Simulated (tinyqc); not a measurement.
One-electron ion in a basis of Gaussians, step by step. One step of it, computed by the program tinyqc.

Question. Matrices over normalised Gaussians. With p = a_i + a_j and I(k) = Gamma((k+1)/2) / (2 p^((k+1)/2)): S = I(2l+2), T = (2l+3) a_i a_j S / p, V = -Z I(2l+1), each divided by sqrt(S_ii S_jj).

exponents of r^l exp(-a r^2) (1/bohr^2): [0.003134, 0.007093]

Z = 1

l = 2

Give: S; T; V.

Answer.

S:
```
[[1.0000, 0.7527],
 [0.7527, 1.0000]]
```

T (hartree):
```
[[0.0110, 0.0115],
 [0.0115, 0.0248]]
```

V (hartree):
```
[[-0.0476, -0.0458],
 [-0.0458, -0.0717]]
```
